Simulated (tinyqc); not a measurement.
Thermionic-field emission through a Schottky barrier, WKB: effect of temperature.

Metal on an n-type semiconductor with one parabolic valley; V > 0 is forward bias (metal positive). Energies E are counted from the conduction edge of the neutral semiconductor, whose Fermi level lies at -xi; that of the metal lies at -xi - V. The barrier is a parabola of height Vd = phi - xi - V (depletion approximation, no image force).

Nc = 2 (2 pi me m0 kB T/h^2)^1.5 (times 1e-6 for cm^-3); Nd = Nc F12(-xi/Vt), F12(x) = (2/sqrt(pi)) int_0^infinity sqrt(u)/(1 + exp(u - x)) du; E00 = (hbar/2) sqrt(Nd/(me m0 eps0 eps_r)) in SI units (volts). For E < Vd, ln T(E) = -(Vd/E00) [sqrt(1 - y) - y ln((1 + sqrt(1 - y))/sqrt(y))], y = E/Vd; T(E) = 1 above. J = A* T (q/kB) int_0^infinity T(E) N(E) dE, N = ln[(1 + exp((-xi - E)/Vt))/(1 + exp((-xi - V - E)/Vt))], A* = 4 pi q me m0 kB^2/h^3 (times 1e-4 for A/(cm^2 K^2)). The integral is converged to the digits shown; the share over the barrier is that of E > Vd, and 0 means below 1e-6 %. phi is held fixed. By a common rule of thumb, E00/Vt below 0.5 marks thermionic emission, 0.5 to 5 thermionic-field emission and above 5 field emission.

Parameters, values chosen for the exercise; band and dielectric values close to those of gallium arsenide:
- me = 0.0664 m0 (electron mass)
- eps_r = 13 (relative permittivity)
- phi = 1.05 eV (barrier height seen from the metal)
- Nd = 2e19 cm^-3 (donor density)
- V = 0.19 V (bias)

Constants: q = 1.602176634e-19 C, kB = 1.380649e-23 J/K, eps0 = 8.8541878128e-12 F/m, hbar = 1.054571817e-34 J s, h = 6.62607015e-34 J s, m0 = 9.1093837015e-31 kg, Vt = kB T/q. Results are converted to the units shown.

Results:
```
T (K)	E00/Vt	J (A/cm^2)	share over the barrier (%)	mean E/Vd
100	10.37	8154	0	0.2336
150	6.914	8422	0	0.2368
200	5.185	8811	0	0.2414
300	3.457	1.002e4	0	0.2549
400	2.593	1.196e4	0	0.2745
500	2.074	1.496e4	2.83e-5	0.3006
```

Estimate the missing row, T = 250 K.

Computed row:
```
T (K)	E00/Vt	J (A/cm^2)	share over the barrier (%)	mean E/Vd
250	4.148	9335	0	0.2474
```

With this row back in the table: J rises from 8150 to 15000 A/cm^2, and the mean E/Vd rises from 0.234 to 0.301, as E00/Vt falls from 10.4 (field emission) to 2.07 (thermionic-field emission). Between the first two rows J changes by a factor of 1.03, between the last two by 1.25.

Range of the model: The depletion approximation, a parabolic band and the neglect of image-force lowering make these currents estimates at high doping.

Program tinyqc, `OMP_NUM_THREADS=1 python tinyqc.py 2640064 2640065 out.jsonl`; Intel Xeon 2.30GHz, shared host, one thread, about 0.03 s.
